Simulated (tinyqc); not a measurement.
## Inductance and parasitic capacitance from two readings

Problem. A loss-free coil L in parallel with C shows the apparent inductance L/(1 - w^2 L C), w = 2 pi f. Find L, C and the self-resonance 1/(2 pi sqrt(L C)).

apparent inductance at 5.9 and 12 GHz (nH): 0.87647088  1.8606436

Answer. The inverse of the reading is 1/L - w^2 C, a straight line in w^2.

L = 0.750 nH
C = 140 fF
self-resonance = 15.5 GHz

Program tinyqc, `OMP_NUM_THREADS=1 python tinyqc.py 2302214 2302215 out.jsonl`; Intel Xeon 2.30GHz, shared host, one thread, about 0.01 s.
